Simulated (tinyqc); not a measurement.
Three-band tight binding of a dichalcogenide monolayer: sweeps and comparisons. A value that a table varies takes the place of the one given here.

Basis dz2, dxy, dx2-y2 on a triangular lattice, nearest neighbours; alpha = kx a/2, beta = sqrt3 ky a/2. h0 = e1 + 2 t0 (cos 2alpha + 2 cos alpha cos beta); h1 = -2 sqrt3 t2 sin alpha sin beta + 2i t1 (sin 2alpha + sin alpha cos beta); h2 = 2 t2 (cos 2alpha - cos alpha cos beta) + 2i sqrt3 t1 cos alpha sin beta; h11 = e2 + 2 t11 cos 2alpha + (t11 + 3 t22) cos alpha cos beta; h22 = e2 + 2 t22 cos 2alpha + (3 t11 + t22) cos alpha cos beta; h12 = sqrt3 (t22 - t11) sin alpha sin beta + 4i t12 sin alpha (cos alpha - cos beta) + i lam sz. H = [[h0, h1, h2], [., h11, h12], [., ., h22]], Hermitian; the lowest band of each spin is filled. K = (4 pi/3a, 0), M = (pi/a, pi/(sqrt3 a)).

Constants: hbar^2/2m0 = 3.80998211 eV angstrom^2.

Parameters, chosen for this exercise (near a published set for monolayer MoTe2; the results hold for these values, not for the real material):
- a = 3.549 angstrom (lattice constant)
- e1 = 0.609 eV (level of dz2)
- e2 = 1.992 eV (level of dxy and dx2-y2)
- t0 = -0.171 eV (hopping)
- t1 = 0.229 eV (hopping)
- t2 = 0.389 eV (hopping)
- t11 = 0.208 eV (hopping)
- t12 = 0.244 eV (hopping)
- t22 = 0.252 eV (hopping)
- lam = 0.105 eV (spin-orbit constant)

## Three bands against the two-band Dirac model at K

Masses from central differences along kx with step 0.002 1/angstrom, c = hbar^2/2m0; Berry curvature of the valence band from a counter-clockwise plaquette of side 0.001 1/angstrom, Omega = -arg(product of overlaps)/area. Two-band model: coupling A = (3 a/(2 sqrt2))(t1 + sqrt3 t2) between valence and conduction states, mass c G/A^2 for both, Omega_v = 2 A^2/G^2. sz = 0 drops the spin-orbit term.

At K:
```
sz  G (eV)  m_c (m0)  m_v (m0)  two-band mass  Omega_v (angstrom^2)  two-band Omega
1   0.9829     0.473     0.680          0.324                23.894          23.909
0   1.0879     0.539     0.853          0.359                19.504          19.516
-1  1.1929     0.609     1.079          0.394                16.221          16.232
```

A = 3.3983 eV angstrom

What can be read from the table?

Without spin-orbit coupling the electron mass is 0.539 and the hole mass 0.853, against 0.359 for both in the two-band model: the third band and the curvature of the diagonal terms break the symmetry. The Berry curvature is -0.1 % from the two-band value. The smaller gap (sz = +1) has the larger curvature, by a factor 1.47.

## All hoppings scaled

The six hoppings are multiplied by f; e1, e2 and lam stay (real strain also moves e1 and e2, so this is no model of it). Closed forms: Ev(K) = e2 - (3/2)(t11 + t22) - 3 sqrt3 t12 + lam, Ec(K) = e1 - 3 t0, Ev(Gamma) = e1 + 6 t0.

Gaps (eV):
```
f     direct gap at K  Ev(K) - Ev(Gamma)  Ec(K) - top of valence band
0.85           0.6122             0.6959                       0.6122
0.90           0.7358             0.6493                       0.7358
0.94           0.8346             0.6121                       0.8346
0.97           0.9087             0.5841                       0.9087
1.00           0.9829             0.5561                       0.9829
1.03           1.0570             0.5282                       1.0570
1.06           1.1311             0.5002                       1.1311
1.10           1.2299             0.4630                       1.2299
```

What can be read from the table?

The direct gap changes by +24.7 meV for each per cent of f. The top of the valence band stays at K over the range.

## What each parameter does

Spin up: gap at K, Ev(K) - Ev(Gamma), and masses at K by central differences along kx with step 0.002 1/angstrom, c = hbar^2/2m0. Each row changes one parameter from the base and keeps the others.

Results:
```
case            gap at K (eV)  K - Gamma (eV)  m_c (m0)  m_v (m0)
base                   0.9829          0.5561     0.473     0.680
t22 = 0.222 eV         0.9379          0.6011     0.439     0.606
e1 = 0.639 eV          1.0129          0.5261     0.498     0.725
t1 = 0.199 eV          0.9829          0.5561     0.545     0.788
t12 = 0.274 eV         1.1387          0.4003     0.572     1.088
t2 = 0.359 eV          0.9829          0.5561     0.530     0.888
t11 = 0.238 eV         1.0279          0.5111     0.511     0.773
```

What can be read from the table?

The largest shifts from the base row, up to three for each result and ties (the steps differ in size, so this ranks the rows, not the parameters). gap at K (eV): t12 +0.1559, t22 -0.0450, t11 +0.0450; unchanged at the printed digits by t1 and t2. K - Gamma (eV): t12 -0.1559, t22 +0.0450, t11 -0.0450; unchanged at the printed digits by t1 and t2. m_c (m0): t12 +0.099, t1 +0.072, t2 +0.056. m_v (m0): t12 +0.408, t2 +0.208, t1 +0.108. t1 and t2 couple dz2 to the other orbitals and vanish at K and Gamma, so only the masses feel them.

tinyqc: `OMP_NUM_THREADS=1 python tinyqc.py 1450652 1450653 out.jsonl`; about 0.01 s, one thread, shared Intel(R) Xeon(R) Processor @ 2.30GHz.
